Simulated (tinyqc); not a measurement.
Inside a calculation: cyclotron resonance of ellipsoidal valleys, Si type. Values are carried at full precision from step to step, so a last printed digit may differ when a step is redone from the rounded ones.

Valleys along [100], [010], [001] (each with its opposite partner), mass ml along the axis and mt across it. B lies in the (1-10) plane, b = (sin(theta)/sqrt2, sin(theta)/sqrt2, cos(theta)). For the angle phi between B and the axis, 1/mc^2 = cos^2(phi)/mt^2 + sin^2(phi)/(mt ml). Resonance: h nu = 2 muB B/mc, h = 2 pi hbar.

Constants: hbar = 6.58211957e-16 eV s; muB = 5.788381798e-05 eV/T.

Values chosen for the exercise (near those of Si; not measured data):
- theta = 46 degrees (angle of B from [001] towards [110])
- ml = 0.95 m0 (longitudinal mass)
- mt = 0.197 m0 (transverse mass)
- nu = 24 GHz (microwave frequency)
- tau = 76 ps (scattering time)

## Angles to the valley axes

Give b and cos^2(phi) for each axis.

b: 0.5087  0.5087  0.6947

cos^2(phi): [100] 0.2587, [010] 0.2587, [001] 0.4826

## Cyclotron masses and resonance fields

For each axis, mc and B = h nu mc/(2 muB).

Resonances:
```
axis,mc (m0),B (T)
[100],0.3068,0.2630
[010],0.3068,0.2630
[001],0.2565,0.2199
```

2 distinct masses appear; the limits are mt = 0.197 (B along the axis) and sqrt(ml mt) = 0.4326 (B across it).

## The same from the mass tensor

For the valley along [001]: M = mt 1 + (ml - mt) a a^T, and mc^2 = det M/(b M b).

M (m0):
```
,x,y,z
x,0.1970,0,0
y,0,0.1970,0
z,0,0,0.9500
```

det M = 0.036869
b M b = 0.5604
mc = 0.2565 m0

## Line shape

For linear polarisation and one isotropic mass the absorbed power goes as P = [1 + (w^2 + wc^2) tau^2]/([1 + (wc^2 - w^2) tau^2]^2 + 4 w^2 tau^2), w = 2 pi nu. List it for wc/w = 0, 0.5, 0.8, 0.9, 1, 1.1, 1.2, 1.5 and 2, which is B over the resonance field.

w tau = 11.461

Power:
```
wc/w,P
0.0,0.007556
0.5,0.01646
0.8,0.08112
0.9,0.2172
1.0,0.5009
1.1,0.2170
1.2,0.08074
1.5,0.01539
2.0,0.004201
```

The largest listed value lies at wc/w = 1.0, 66.3 times the zero-field value. With w tau well above 1 the line is sharp, of relative half width about 1/(w tau). The closest two lines of this crystal are 19.6 % apart, so they are resolved.

## Checks

- Rotation frequency of dv/dt = -M^-1 (v x b) for the valley along [001], in units of e B/m0, against 1/mc: both 3.8986.

tinyqc: `OMP_NUM_THREADS=1 python tinyqc.py 1280769 1280770 out.jsonl`; about 0.01 s, one thread, shared Intel(R) Xeon(R) Processor @ 2.30GHz.
